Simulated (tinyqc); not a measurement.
Strain, valley repopulation and piezoresistance in a many-valley conduction band: one step, computed by the program tinyqc. Command: `OMP_NUM_THREADS=1 python tinyqc.py 3028385 3028386 out.jsonl valleys walk`. One thread of a shared host (Intel(R) Xeon(R) Processor @ 2.30GHz), about 0.02 s of CPU time with the checks.

Valleys are ellipsoids with mass m_l along the axis a and m_t across it, parabolic, with one constant relaxation time; strain shifts the valleys and leaves the masses alone. Currents are taken along [110], along the load, and along [001], across the load.

Question. Strain. Compliances S11 = (C11 + C12)/((C11 - C12)(C11 + 2 C12)), S12 = -C12/((C11 - C12)(C11 + 2 C12)), S44 = 1/C44; stress sigma_ij = X n_i n_j for the unit vector n of the load; e_xx = S11 sigma_xx + S12 (sigma_yy + sigma_zz), e_xy = S44 sigma_xy/2 (tensor strain).

Inputs (values chosen for the exercise, for a model crystal):

| quantity | value | unit |
|---|---|---|
| C11 | 158 | GPa |
| C12 | 60.1 | GPa |
| C44 | 77 | GPa |
| stress X (tension positive) | 38 | MPa |

Valley axes: <100> (6 valleys in 3 pairs). Load: uniaxial [110].

Give: strain tensor.

Answer.

strain tensor (%):
```
          x         y          z
x  0.011022  0.012338   0.000000
y  0.012338  0.011022   0.000000
z  0.000000  0.000000  -0.008385
```
